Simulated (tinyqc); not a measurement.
From time to the target back to pump speed S: gas flow in a process chamber: flow regimes, conductance, effective pumping speed, pump-down, outgassing and purge. Computed by tinyqc, a small Python program. Command: `OMP_NUM_THREADS=1 python tinyqc.py 3120154 3120155 out.jsonl pump inv`. One thread of a shared host (Intel(R) Xeon(R) Processor @ 2.30GHz), about 0.01 s of CPU time with the checks.

Ideal gas, isothermal flow, a pump of constant speed at the end of a round pipe; process gas, volume gas and outgassing are given the same properties. 1 sccm = 101325 Pa x 1e-6 m^3/60 s x T/273.15 K.

Inputs (values chosen for the exercise, modelled on oxygen near room temperature):

| quantity | value | unit |
|---|---|---|
| molar mass M | 32 | g/mol |
| molecular diameter | 0.36 | nm |
| temperature T | 293 | K |
| chamber volume V | 6.8 | L |
| wall area | 1.5 | m^2 |
| pipe diameter d | 2.5 | cm |
| pipe length l | 21 | cm |
| outgassing rate after 1 h | 1.5e-06 | Pa m^3/(s m^2) |
| outgassing exponent n | 1 | - |
| target base pressure | 2e-05 | Pa |

Constants: k_B = 1.380649e-23 J/K; u = 1.6605390666e-27 kg.

Method:
- Mean speed c = sqrt(8 k_B T/(pi m)); aperture conductance C_a = c pi d^2/16; molecular pipe C_m = C_a/(1 + 3 l/(4 d)) (Dushman form); viscous pipe C_v = pi d^4 p_mean/(128 eta l); Knudsen interpolation C = C_v + C_m (1 + x)/(1 + 1.24 x), x = d p_mean sqrt(m/(k_B T))/eta.
- Effective speed 1/S_eff = 1/S + 1/C_m; time constant V/S_eff; pressure at which the free path k_B T/(sqrt2 pi d_m^2 p) equals d.
- From the outgassing limit: t = 1 h x (q_1 A/(S_eff p_target))^(1/n) - 10 s; monolayer time at the target = 1e19 m^-2 x 4 k_B T/(p c) for unit sticking.

Problem. A run gave the result below. Find the pump speed S, known to lie between 13 and 21 L/s.

time to the target = 21.59206 h

Solution.

Each step takes the trial c = (a f_b - b f_a)/(f_b - f_a), f being the result less the target and a, b, c the logarithms of the listed values; c replaces end b, the old b replaces a if the sign of f changed, and otherwise f_a is halved.

Scan of the range:

| pump speed S (L/s) | time to the target (h) |
|---|---|
| 13.0 | 23.8502 |
| 14.1 | 23.1751 |
| 15.3 | 22.5493 |
| 16.5 | 22.0146 |
| 17.9 | 21.4813 |
| 19.4 | 20.9953 |
| 21.0 | 20.5535 |

False position (Illinois rule, in the logarithm of the input) inside the bracket:

| step | end a | end b | trial | time to the target (h) |
|---|---|---|---|---|
| 1 | 16.5000 | 17.9000 | 17.5998 | 21.5885 |
| 2 | 16.5000 | 17.5998 | 17.5810 | 21.5953 |
| 3 | 17.5998 | 17.5810 | 17.5900 | 21.5921 |
| 4 | 17.5810 | 17.5900 | 17.5900 | 21.5921 |

Time to the target falls at every point of a 13-point scan of the range (every second point is shown), so one value fits; it is bracketed by 16.5 and 17.9. Answer: pump speed S = 17.59 L/s.
